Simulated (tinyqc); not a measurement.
Inside a calculation: nanosheet or nanowire with hard walls, valleys of the Si type. Values are carried at full precision from step to step, so a last printed digit may differ when a step is redone from the rounded ones.

Six ellipsoidal valleys along the cube axes: inverse mass tensor w = 1/mt + (1/ml - 1/mt) a a^T with a the unit axis. Device axes: x along the channel, z = [001], y = z x x.

Constants: hbar^2/2m0 = 3.80998211 eV angstrom^2; hbar = 6.58211957e-16 eV s; e^2/h = 3.874045865e-05 S; kB = 8.617333262e-05 eV/K.

Values chosen for the exercise (near those of Si; shifted at random, so the results belong to these values and not to a real crystal):

| symbol | value | unit | meaning |
|---|---|---|---|
| ml | 0.91 | m0 | longitudinal mass |
| mt | 0.187 | m0 | transverse mass |
| channel | 100 |  | transport direction x on a (001) wafer |
| W | 110 | angstrom | width, along y |
| H | 40 | angstrom | height, along z = [001] |
| dE | 0.1 | eV | EF above the lowest subband edge |
| T | 350 | K | temperature |
| g_all | 6 |  | number of valleys |

## Valley masses for a [100] channel

Rotate w into the device axes and group equal valleys (|w_yz| counts); order by w_zz, then w_yy. 1/m_x = w_xx - w_xc w_c^-1 w_cx with c the block (y, z).

Valleys:

| group | valleys g | w_yy | w_zz | \|w_yz\| | m_x (m0) |
|---|---|---|---|---|---|
| A | 2 | 5.3476 | 1.0989 | 0.0000 | 0.1870 |
| B | 2 | 1.0989 | 5.3476 | 0.0000 | 0.1870 |
| C | 2 | 5.3476 | 5.3476 | 0.0000 | 0.9100 |

The lightest transport mass, 0.187 m0, belongs to groups A and B.

## One-dimensional subbands

Hard walls around a W x H rectangle. The block w_c of w in (y, z) confines; the transport mass follows from 1/m_x = w_xx - w_xc w_c^-1 w_cx. The cross-section problem c (w_yy ky^2 + 2 w_yz ky kz + w_zz kz^2), c = hbar^2/2m0, is solved in products sin(n pi y/W) sin(l pi z/H), n, l = 1 to 12; if w_yz = 0 the levels are c pi^2 (w_yy n^2/W^2 + w_zz l^2/H^2). The w_yz term couples (n, l) to (n', l') by -2 c w_yz D_nn'(W) D_ll'(H) with D_nm(L) = 4 n m/(L (n^2 - m^2)) for n + m odd and 0 otherwise.

The ten lowest levels of all groups together, numbered within each group.

Subbands:

| label | valleys g | m_x (m0) | E (eV) |
|---|---|---|---|
| A1 | 2 | 0.18700 | 0.04244 |
| A2 | 2 | 0.18700 | 0.09230 |
| A3 | 2 | 0.18700 | 0.11992 |
| B1 | 2 | 0.18700 | 0.12909 |
| B2 | 2 | 0.18700 | 0.13934 |
| C1 | 2 | 0.91000 | 0.14230 |
| B3 | 2 | 0.18700 | 0.15641 |
| A4 | 2 | 0.18700 | 0.16978 |
| A5 | 2 | 0.18700 | 0.17539 |
| B4 | 2 | 0.18700 | 0.18032 |

The lowest subband is A1; the number of further ones in the list within kB T = 30.2 meV of it at 350 K is 0.

## Modes, density and velocity at zero temperature

With EF = E_lowest + dE, each subband below EF has k_F = sqrt(m_x (EF - E)/c), carries n = 2 g k_F/pi electrons per length (spin included), moves at v = 2 c k_F/(hbar m_x) and adds 2 g e^2/h to the ballistic conductance; c = hbar^2/2m0, 1 angstrom/s = 1e-8 cm/s.

Occupied subbands:

| label | k_F (1/angstrom) | n (1/nm) | v (1e7 cm/s) |
|---|---|---|---|
| A1 | 0.0701 | 0.892 | 4.34 |
| A2 | 0.0496 | 0.632 | 3.07 |
| A3 | 0.0332 | 0.423 | 2.06 |
| B1 | 0.0256 | 0.326 | 1.58 |
| B2 | 0.0123 | 0.157 | 0.76 |
| C1 | 0.0059 | 0.076 | 0.08 |

total n = 2.506 1/nm
ballistic conductance = 929.8 microsiemens

EF lies below the last listed level, so the count is complete for these valleys (other families, and non-parabolicity above about 0.2 eV, are left out): 6 subbands with 12 valley modes. The Fermi velocity, averaged with the densities as weights, is 2.92 x 1e7 cm/s; the mean over all filled states moving one way is half of it.

## Threshold shift from confinement

Without degeneracy the line density is N1 exp((EF - Ec)/kB T) with N1 = sum 2 g sqrt(m_x kB T/(4 pi c)) exp(-E/kB T), here over n, l up to 80 where w_yz = 0 and over all levels of a 12 x 12 sine basis otherwise; the classical value is W H Nc with Nc = 2 g_all (m_dos kB T/(4 pi c))^(3/2), m_dos = (ml mt^2)^(1/3); dVt = kB T ln(W H Nc/N1).

Form N1, W H Nc and dVt.

N1 = 0.1626 1/nm
W H Nc = 1.489 1/nm
dVt = 66.8 mV

## Checks

- Lowest level of group A on a 40 x 40 difference grid against the sine basis, eV: both 0.042.

Computed by tinyqc, a small Python program: `OMP_NUM_THREADS=1 python tinyqc.py 1280225 1280226 out.jsonl` (the numbers bound the seed that draws the inputs); one thread of a shared host (Intel(R) Xeon(R) Processor @ 2.30GHz), about 0.03 s for the whole set of steps.
